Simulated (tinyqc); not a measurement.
Off-state leakage of single and stacked transistors: one step of the calculation.

n-channel devices of unit width. Subthreshold current I(Vg, Vs, Vd) = I0 (T/300 K)^0.5 exp[(Vg - Vs - VT(T) - gb (Vs - Vb) + dd (Vd - Vs))/(nf Vt)] (1 - exp(-(Vd - Vs)/Vt)), VT(T) = VT - cT (T - 300 K). Gate-edge tunnelling Ig (Vd/1 V) exp(ag (Vd - 1 V)), for a gate at 0 V, and band-to-band leakage Ab u exp(-Bb/u), u = Vd - Vb + 1 V, flow at a drain held at V; both are taken as independent of T. In a stack of off transistors (all gates at 0 V) the same subthreshold current passes through each.

Problem. Leakage of one transistor. Vg = Vs = 0, Vd = V; effective threshold VT(T) - gb Vb - dd V.

Inputs (values chosen for the exercise); values of the order met in bulk silicon logic transistors:
- T = 330 K (temperature)
- V = 1.2 V (supply voltage)
- VT = 0.45 V (threshold at 300 K, zero drain and body bias)
- cT = 0.7 mV/K (fall of the threshold with temperature)
- I0 = 0.27 uA/um (current at threshold at 300 K)
- nf = 1.2 (slope factor)
- dd = 0.14 (drain-induced lowering per volt)
- gb = 0.22 (rise of the threshold per volt of source-body bias)
- Ig = 1e-5 uA/um (gate-edge tunnelling current at 1 V)
- ag = 4 1/V (exponential slope of the gate current)
- Ab = 4 uA/(um V) (prefactor of band-to-band leakage at the drain)
- Bb = 21 V (its exponential voltage)
- Vb = -0.3 V (body voltage)

Constants: q = 1.602176634e-19 C, kB = 1.380649e-23 J/K, Vt = kB T/q. Results are converted to the units shown.

Give: effective threshold; parts; total; shares.

Solution.

effective threshold = 0.3270 V
parts (nA/um): subthreshold 0.01952, gate edge 0.02671, band-to-band 2.249
total = 2.295 nA/um
shares (%): subthreshold 0.8505, gate edge 1.164, band-to-band 97.99

The band-to-band part is the largest.

Computed by the program tinyqc: `OMP_NUM_THREADS=1 python tinyqc.py 2242051 2242052 out.jsonl`, one thread of a shared Intel Xeon 2.30GHz, about 0.03 s for the whole run.
